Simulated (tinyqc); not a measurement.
Anisotropic wet etching of Si(100): plane rates, V-grooves, membranes and undercut: one step, computed by the program tinyqc.

A long slot opens the mask on a (100) wafer. The floor etches at R100; (111) walls stand at theta = arctan(sqrt2) = 54.7356 degrees to the surface and recede at R111 along their normal.

Problem. Designing a membrane from the back side. Etch depth d - membrane, time = depth/R100; for a membrane as wide as w the opening must be w + sqrt2 depth - 2 u time; oxide mask consumed R_ox x time; a 1 K error changes the depth by the fraction E/(k_B T^2); a convex mask corner, such as that of a mesa, would retreat by c x depth.

Inputs (values chosen for the exercise, close to those used for potassium hydroxide solutions): activation energy of (100), E = 0.591 eV; corner undercut rate over (100) rate, c = 2.4; bath temperature T = 65 C; width w (mask opening along <110>, or membrane width in the design step) = 550 um; wafer thickness d = 675 um; membrane thickness wanted = 6.9 um.

R100 = 0.6375824 um/min

lateral rate u = 0.02584064 um/min

R_ox = 0.003175676 um/min

Constants: k_B = 8.617333262e-05 eV/K.

Give: time to reach the membrane; opening needed; oxide consumed; depth error per kelvin; retreat of a convex corner.

Solution.

time to reach the membrane = 1047.9 min

opening needed = 1440.7 um

oxide consumed = 3327.7 nm

depth error per kelvin = 40.072 um

retreat of a convex corner = 1603.44 um

The error per kelvin is 581 % of the membrane, so a timed etch cannot hold it and an etch stop is needed. The oxide loss calls for a nitride mask. A corner retreat larger than the depth shows why mesas need compensation structures. Caution: rates also depend on concentration, doping, additives and stirring, all held fixed here.
